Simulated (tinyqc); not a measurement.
From a target to a composition: virtual-crystal alloy in the empirical-pseudopotential method. Two cases, with inputs chosen for the exercise.

Problem. The gap from the valence top to the fifth band at L = (1/2,1/2,1/2) is given; it is monotonic in x. Find x.

Empirical pseudopotential on the fcc lattice, atoms at +/- tau, tau = a (1,1,1)/8, no spin-orbit coupling. H(G,G') = c (2 pi/a)^2 |k + G|^2 delta + VS(q) cos(q.tau) + i VA(q) sin(q.tau), q = G - G', c = hbar^2/2m0; k and G in units of 2 pi/a; VS at |q|^2 = 3, 8, 11 and VA at 3, 4, 11, in rydberg, zero elsewhere. At each k the basis holds all G with |k + G|^2 up to 16; energies are counted from the fourth level at Gamma.

Virtual crystal A(1-x)B(x): a = (1 - x) a_A + x a_B. Rule linear: V = (1 - x) V_A + x V_B. Rule volume: V = [(1 - x) a_A^3 V_A + x a_B^3 V_B]/a^3, since a form factor is an atomic potential divided by the cell volume.

Constants: hbar^2/2m0 = 3.80998211 eV angstrom^2; Ry = 13.60569312 eV.

Case 1.

Values chosen (classic local form factors of the size used for Si (A) and Ge (B), which place X and L only to a few tenths of an eV; not measured data): a = (5.422, 5.659) angstrom (lattice constants of A, B); VSA = (-0.214, 0.041, 0.081) Ry (symmetric form factors of A); VAA = (0, 0, 0) Ry (antisymmetric form factors of A); VSB = (-0.226, 0.01, 0.059) Ry (symmetric form factors of B); VAB = (0, 0, 0) Ry (antisymmetric form factors of B); rule = volume (mixing rule).

gap to L = 1.54109 eV

Case 2.

Values chosen (classic local form factors of the size used for Si (A) and Ge (B), which place X and L only to a few tenths of an eV; not measured data): a = (5.422, 5.651) angstrom (lattice constants of A, B); VSA = (-0.208, 0.039, 0.081) Ry (symmetric form factors of A); VAA = (0, 0, 0) Ry (antisymmetric form factors of A); VSB = (-0.23, 0.01, 0.059) Ry (symmetric form factors of B); VAB = (0, 0, 0) Ry (antisymmetric form factors of B); rule = volume (mixing rule).

gap to L = 1.12596 eV

Find: x; a.

Solution.

Case 1.

x = 0.34
a = 5.503 angstrom

Bisect on x between the ends, where the gap to L is 1.908 and 0.855 eV; a straight line between them would give x = 0.35.

Case 2.

x = 0.73
a = 5.589 angstrom

Bisect on x between the ends, where the gap to L is 1.805 and 0.884 eV; a straight line between them would give x = 0.74.

Computed by tinyqc, one run a case: `OMP_NUM_THREADS=1 python tinyqc.py N N+1 out.jsonl` with N = 1050856, 1050925; one thread of a shared Intel(R) Xeon(R) Processor @ 2.30GHz, about 0.2 s a run at most.
